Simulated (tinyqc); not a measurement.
Oscillation of the Fermi level: Landau levels of bilayer graphene.

Four-band model without bias: with w = sqrt(2) hv/l, E_N^2 = [g1^2 + (2N - 1) w^2 - sqrt(g1^4 + 2 (2N - 1) g1^2 w^2 + w^4)]/2 for N >= 2, and E = 0 for N = 0, 1. The two-band limit is hbar wc sqrt(N (N - 1)) with hbar wc = w^2/g1. Each level is fourfold; of the eight zero-energy states half belong to the electrons.

In a field B along z: l = 1/sqrt((e/hbar) B) is the magnetic length, n_B = B/(h/e) the number of states per area in one level, hbar wc = 2 muB B/m for mass m in m0; 1/angstrom^2 = 1e16/cm^2.

The zero level takes 4 n_B electrons and each higher level 4 n_B. At zero temperature and without broadening EF sits in the partly filled level.

Constants: e/hbar = 1.519267448e-05 1/(T angstrom^2); h/e = 413566.7697 T angstrom^2; muB = 5.788381798e-05 eV/T.

Inputs chosen for the exercise (near those of bilayer graphene; shifted at random, so the results belong to these values and not to a real crystal): hv = 6.28 eV angstrom (hbar v); g1 = 0.392 eV (interlayer hopping); n = 3.6 x 1e11/cm^2 (electron sheet density); Bo = (0.628, 0.704, 0.802, 0.93, 1.11, 1.37, 1.79, 2.58, 4.65) T (fields).

Fixed density, zero temperature, no broadening. At B = 0, EF = sqrt(g1^2/4 + hv^2 pi n) - g1/2.

Filling:
```
B (T)     nu  partly filled level  EF (meV)  filled share
0.628  23.71                    6     10.25          0.93
0.704  21.15                    6     11.45          0.29
0.802  18.56                    5     10.67          0.64
0.930  16.01                    5     12.32          0.00
1.11   13.41                    4     11.42          0.35
1.37   10.87                    3     10.00          0.72
1.79    8.32                    3     12.97          0.08
2.58    5.77                    2     10.84          0.44
4.65    3.20                  0,1      0.00          0.80
```

EF at B = 0 = 11.07 meV

What does the comparison show?

EF runs between 0.0 and 13.0 meV around its zero-field value of 11.1 meV. It follows a level while that level empties and falls to the next one down when nu passes a filled shell; the partly filled level changes 5 times in this table.

(tinyqc, `OMP_NUM_THREADS=1 python tinyqc.py 1251319 1251320 out.jsonl`, Intel(R) Xeon(R) Processor @ 2.30GHz, 1 thread, shared host, about 0.01 s.)
